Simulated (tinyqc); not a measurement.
# Internal loss and injection efficiency from two cavity lengths

Inverse problem. The differential efficiency of both facets obeys 1/eta_d = (1/eta)[1 + 2 ai Lc/ln(1/(R1 R2))]. Find eta and ai.

Inputs (values chosen for the exercise):
```
symbol,value,unit,meaning
R1,0.3,,front reflectance
R2,0.9,,back reflectance
```

differential efficiency at Lc = 2000 and 5000 um: [0.10548553, 0.046083093]

Answer. 1/eta_d is linear in Lc: the intercept is 1/eta, and slope over intercept is 2 ai/ln(1/(R1 R2)).

eta = 0.7500
ai = 20.00 1/cm

Program tinyqc, `OMP_NUM_THREADS=1 python tinyqc.py 2840124 2840125 out.jsonl`; Intel Xeon 2.30GHz, shared host, one thread, about 0.02 s.
